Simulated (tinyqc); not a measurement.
Two-band k.p model of the Delta valleys near the X point under shear strain: one step. Position, depth and masses of the minimum. Five cases, with inputs chosen for the exercise.

Question. For |eta| < 1: k_min = k0 sqrt(1 - eta^2), E_min = -Delta eta^2/2, ml(eta) = ml/(1 - eta^2), 1/m[110] = 1/mt + eta/Mp, 1/m[1-10] = 1/mt - eta/Mp. For |eta| > 1 the minimum sits at X: E_min = -Delta (2 |eta| - 1)/2, ml(eta) = ml/(1 - 1/|eta|), and eta is replaced by its sign in the transverse masses.

Case 1.

Values chosen (out of a larger set: near those of Si; not measured data): ml = 0.892 m0 (longitudinal mass); mt = 0.191 m0 (transverse mass); Mp = 0.241 m0 (coupling mass).

k0 = 0.1690959 1/angstrom
Delta = 0.2442609 eV
eta = 0.181650

Case 2.

Values chosen (out of a larger set: near those of Si; not measured data): ml = 0.925 m0 (longitudinal mass); mt = 0.196 m0 (transverse mass); Mp = 0.229 m0 (coupling mass).

k0 = 0.1820373 1/angstrom
Delta = 0.2729807 eV
eta = -0.099238

Case 3.

Values chosen (out of a larger set: near those of Si; not measured data): ml = 0.889 m0 (longitudinal mass); mt = 0.194 m0 (transverse mass); Mp = 0.228 m0 (coupling mass).

k0 = 0.1725068 1/angstrom
Delta = 0.2550726 eV
eta = 0.249733

Case 4.

Values chosen (out of a larger set: near those of Si; not measured data): ml = 0.941 m0 (longitudinal mass); mt = 0.197 m0 (transverse mass); Mp = 0.235 m0 (coupling mass).

k0 = 0.1772686 1/angstrom
Delta = 0.2544642 eV
eta = -0.318080

Case 5.

Values chosen (out of a larger set: near those of Si; not measured data): ml = 0.897 m0 (longitudinal mass); mt = 0.2 m0 (transverse mass); Mp = 0.231 m0 (coupling mass).

k0 = 0.1708140 1/angstrom
Delta = 0.2478606 eV
eta = 0.101186

Give: k_min; E_min; ml(eta); masses along [110] and [1-10].

Answer.

Case 1.

k_min = 0.1663 1/angstrom
E_min = -4.03 meV
ml(eta) = 0.922 m0

masses along [110] and [1-10] (m0): [0.1670, 0.2231]

The minimum has moved 1.7 % of the way to X; electrons are lighter along [110] (-12.6 % against mt) and heavier across (+16.8 %).

Case 2.

k_min = 0.1811 1/angstrom
E_min = -1.34 meV
ml(eta) = 0.934 m0

masses along [110] and [1-10] (m0): [0.2142, 0.1807]

The minimum has moved 0.5 % of the way to X; electrons are lighter along [1-10] (-7.8 % against mt) and heavier across (+9.3 %).

Case 3.

k_min = 0.1670 1/angstrom
E_min = -7.95 meV
ml(eta) = 0.948 m0

masses along [110] and [1-10] (m0): [0.1600, 0.2463]

The minimum has moved 3.2 % of the way to X; electrons are lighter along [110] (-17.5 % against mt) and heavier across (+27.0 %).

Case 4.

k_min = 0.1681 1/angstrom
E_min = -12.87 meV
ml(eta) = 1.047 m0

masses along [110] and [1-10] (m0): [0.2686, 0.1555]

The minimum has moved 5.2 % of the way to X; electrons are lighter along [1-10] (-21.1 % against mt) and heavier across (+36.4 %).

Case 5.

k_min = 0.1699 1/angstrom
E_min = -1.27 meV
ml(eta) = 0.906 m0

masses along [110] and [1-10] (m0): [0.1839, 0.2192]

The minimum has moved 0.5 % of the way to X; electrons are lighter along [110] (-8.1 % against mt) and heavier across (+9.6 %).

Computed by tinyqc, one run a case: `OMP_NUM_THREADS=1 python tinyqc.py N N+1 out.jsonl` with N = 1050130, 1050277, 1050382, 1050470, 1050567; one thread of a shared Intel(R) Xeon(R) Processor @ 2.30GHz, about 0.01 s a run at most.
